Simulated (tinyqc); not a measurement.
Piezoresistors in the (001) plane of a cubic crystal: one step of the calculation.

Plane stress in crystal axes x = [100], y = [010]. First-order piezoresistance: d rho_xx/rho = p11 sxx + p12 syy, d rho_yy/rho = p12 sxx + p11 syy, d rho_xy/rho = p44 sxy; a resistor along d = (cos th, sin th) changes by dR/R = d.(d rho/rho).d. Changes of geometry and second-order terms are left out.

Question. Change of the resistivity tensor. As in the introduction.

Inputs (values chosen for the exercise); coefficients close to those of lightly doped p-type silicon: piezoresistive coefficient p11 = 6.5 x 1e-11/Pa; piezoresistive coefficient p12 = -1.07 x 1e-11/Pa; piezoresistive coefficient p44 = 134 x 1e-11/Pa; stress sxx Sx = 195 MPa; stress syy Sy = -26 MPa; shear stress sxy St = 25 MPa.

Wanted: d rho/rho.

Answer.

d rho/rho (%):
```
       x       y
x  1.295   3.350
y  3.350  -0.378
```

Computed by the program tinyqc: `OMP_NUM_THREADS=1 python tinyqc.py 2530077 2530078 out.jsonl`, one thread of a shared Intel Xeon 2.30GHz, about 0.01 s for the whole run.
